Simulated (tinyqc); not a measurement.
Abrupt p-n junction, non-linear Poisson equation by Newton steps: one step of the calculation.

One dimension, p side on the left, n side on the right; net doping C = -Na for x < 0 and +Nd for x > 0. The potential psi is counted from the intrinsic level, and the quasi-Fermi potentials are flat: 0 for holes and -V for electrons, so n = ni exp((psi + V)/Vt) and p = ni exp(-psi/Vt) (Boltzmann statistics, full ionisation, no current).

Task. Newton step. Solve the tridiagonal system a_(i-1) d_(i-1) + b_i d_i + a_i d_(i+1) = -F_i for nodes 1 to 8, with d = 0 on fixed nodes. The full step is added.

Parameters, values chosen for the exercise:
- T = 273 K (temperature)

Constants: q = 1.602176634e-19 C, kB = 1.380649e-23 J/K, Vt = kB T/q. Results are converted to the units shown.

| interval | coupling a_i (F/cm^2) |
|---|---|
| 0 | 8.5921761e-7 |
| 1 | 1.0268698e-6 |
| 2 | 1.2511638e-6 |
| 3 | 1.5117294e-6 |
| 4 | 1.8305071e-6 |
| 5 | 6.5783849e-7 |
| 6 | 2.3586366e-7 |
| 7 | 8.4882385e-8 |
| 8 | 3.0508451e-8 |

| node | diagonal b (F/cm^2) | residual F (C/cm^2) |
|---|---|---|
| 1 | -1.0467236e-5 | ~0 |
| 2 | -9.3956194e-6 | 3.9806398e-13 |
| 3 | -8.6265985e-6 | 6.2813275e-8 |
| 4 | -4.1711437e-6 | 6.1237357e-9 |
| 5 | -2.5201767e-6 | 1.4125410e-8 |
| 6 | -8.9370368e-7 | 3.6258452e-14 |
| 7 | -3.2074604e-7 | ~0 |
| 8 | -1.1728593e-7 | 6.8881051e-8 |

| node | psi at the start (V) |
|---|---|
| 0 | -1.5800223 |
| 1 | -1.5800223 |
| 2 | -1.5800223 |
| 3 | -1.5800219 |
| 4 | -1.5384698 |
| 5 | -1.4491515 |
| 6 | -1.1912975 |
| 7 | -0.5577841 |
| 8 | 0.5405363 |
| 9 | 0.7325538 |

Give: Newton step d; psi after iteration 1.

Result.

| node | Newton step d (V) |
|---|---|
| 1 | 0.0002 |
| 2 | 0.0018 |
| 3 | 0.0136 |
| 4 | 0.0348 |
| 5 | 0.0646 |
| 6 | 0.1294 |
| 7 | 0.3099 |
| 8 | 0.8116 |

| node | psi after iteration 1 (V) |
|---|---|
| 0 | -1.580 |
| 1 | -1.580 |
| 2 | -1.578 |
| 3 | -1.566 |
| 4 | -1.504 |
| 5 | -1.385 |
| 6 | -1.062 |
| 7 | -0.248 |
| 8 | 1.352 |
| 9 | 0.733 |

Computed by the program tinyqc: `OMP_NUM_THREADS=1 python tinyqc.py 2000118 2000119 out.jsonl`, one thread of a shared Intel Xeon 2.30GHz, about 0.02 s for the whole run.

~0 in a residual or rate marks an entry under 1e-11 of the largest of its column.
